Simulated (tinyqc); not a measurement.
# Double-gate transistor, scale length and short-channel effects, step by step

Numbers from tinyqc (`OMP_NUM_THREADS=1 python tinyqc.py 2420053 2420054 out.jsonl`; about 0.01 s on one thread of a shared Intel Xeon 2.30GHz). Printed values are rounded.

A body of thickness ts between two insulators of thickness ti and two tied gates. Below threshold the potential that source and drain add obeys Laplace's equation and vanishes on the gate. Its lowest mode decays along the channel as exp(-k y); k is the smallest positive root of the matching condition at the interface, and the scale length is Lambda = pi/k.

Parameters, values chosen for the exercise; permittivities: semiconductor close to that of silicon, insulator close to that of zirconium oxide:

| symbol | value | unit | meaning |
|---|---|---|---|
| T | 300 | K | temperature |
| eps_r | 11.5 |  | relative permittivity of the semiconductor |
| ei | 24.5 |  | relative permittivity of the insulator |
| ti | 10 | nm | insulator thickness |
| ts | 10.9 | nm | body thickness |
| L | 58 | nm | channel length |
| Vbi | 0.9 | V | potential of the source |
| sT | 0.73 | V | potential of the barrier top at threshold |
| VTL | 0.29 | V | long-channel threshold |
| m | 1 |  | long-channel body factor |
| Vds | 1 | V | drain voltage |

Constants: q = 1.602176634e-19 C, kB = 1.380649e-23 J/K, Vt = kB T/q. Results are converted to the units shown.

## Scan of the matching condition

k, point 0 to 7 (1/nm): [0.0225, 0.045, 0.0675, 0.09, 0.1125, 0.135, 0.1575, 0.18]

f(k) = ei cos(k ti) cos(k ts/2) - eps_r sin(k ti) sin(k ts/2).

f(k), point 0 to 7: [23.3893, 20.1863, 15.2631, 9.1904, 2.6690, -3.5531, -8.7702, -12.4032]

The first change of sign lies between k = 0.1125 and 0.135 1/nm.

## Iteration 1: decay constant by Newton steps

k at the start = 0.135 1/nm

f(k) = ei cos(k ti) cos(k ts/2) - eps_r sin(k ti) sin(k ts/2); f' by a central difference with +/- 1e-5 1/nm; k(new) = k - f/f'.

f = -3.55306
f' = -259.080 nm
k after iteration 1 = 0.121286 1/nm

## Iteration 2: decay constant by Newton steps

As before.

f = 0.162980
f' = -280.931 nm
k after iteration 2 = 0.121866 1/nm

## Course of the iteration: decay constant by Newton steps

Stop when k changes by less than 1e-10 1/nm, or after 30 iterations.

Course of the iteration:
```
iteration  k (1/nm)  |change| (1/nm)
1          0.121286           0.0137
2          0.121866          5.80e-4
3          0.121867          7.09e-7
4          0.121867         1.08e-12
```

Converged in 4 iterations. At the end the number of correct digits about doubles with each step.

## Scale length against simple estimates

k = 0.121867 1/nm

Lambda = pi/k and l = 1/k. A parabolic potential across the structure gives l(parabolic) = sqrt((eps_r/(2 ei)) ts ti (1 + ei ts/(4 eps_r ti))).

Lambda = 25.7789 nm
l = 8.20569 nm
l(parabolic) = 6.35869 nm

The parabolic estimate is 23 % below l.

## Threshold shift, barrier position and swing

Along the channel psi(y) = s + a exp(y/l) + b exp(-y/l) with psi(0) = Vbi, psi(L) = Vbi + Vds and l = 1/k = Lambda/pi; with A = Vbi - s, B = A + Vds, x = exp(-L/l): a = (B - A x) x/(1 - x^2), b = (A - B x)/(1 - x^2). The minimum is s + 2 sqrt(a b), at y = (l/2) ln(b/a). The long-channel potential follows the gate as s = sT + (Vg - VTL)/m, and the threshold VT is the gate voltage at which the minimum equals sT. Swing = m Vt ln 10/g at threshold, g = d(minimum)/ds = 1 - (b x + a)/((1 + x) sqrt(a b)).

s at threshold = 0.701616 V
a = 0.00102053 V
b = 0.197364 V
position of the minimum = 21.6004 nm
VT = 0.261616 V
swing = 64.9626 mV/decade

The threshold lies 28.4 mV below the long-channel value, and the barrier top sits at 0.37 L from the source.
